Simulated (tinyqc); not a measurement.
From results back to parameters: WKB tunnelling through a gate dielectric with a two-band (Franz) dispersion. Three cases, with inputs chosen for the exercise.

Problem. In the Fowler-Nordheim regime with a parabolic band J/F^2 is proportional to exp(-B/F), B = (4/3) sqrt(m/c) phi^(3/2), c = hbar^2/2m0, 1 V/angstrom = 100 MV/cm. The ratio below was computed from a hidden barrier.

Constants: hbar^2/2m0 = 3.80998211 eV angstrom^2.

Find: B; phi.

Method. B is the logarithm divided by 1/F1 - 1/F2; then phi = (3 B/(4 sqrt(m/c)))^(2/3). The slope fixes only m phi^3, so the mass must be known.

Case 1.

Values chosen (out of a larger set: of the size used for La2O3 on silicon; not measured data): m = 0.27 m0 (mass at the conduction edge); F1 = 8.3 MV/cm (first field); F2 = 11.6 MV/cm (second field).

ln[(J2/F2^2)/(J1/F1^2)] = 4.60836

Solution.

B = 134.45 MV/cm
phi = 2.430 eV

Case 2.

Values chosen (out of a larger set: of the size used for AlN on silicon; not measured data): m = 0.31 m0 (mass at the conduction edge); F1 = 7.8 MV/cm (first field); F2 = 10 MV/cm (second field).

ln[(J2/F2^2)/(J1/F1^2)] = 2.37771

Solution.

B = 84.30 MV/cm
phi = 1.700 eV

Case 3.

Values chosen (out of a larger set: of the size used for HfO2 on silicon; not measured data): m = 0.18 m0 (mass at the conduction edge); F1 = 7.9 MV/cm (first field); F2 = 11.9 MV/cm (second field).

ln[(J2/F2^2)/(J1/F1^2)] = 2.22020

Solution.

B = 52.18 MV/cm
phi = 1.480 eV

Computed by tinyqc, one run a case: `OMP_NUM_THREADS=1 python tinyqc.py N N+1 out.jsonl` with N = 1481241, 1481255, 1481327; one thread of a shared Intel(R) Xeon(R) Processor @ 2.30GHz, about 0.01 s a run at most.
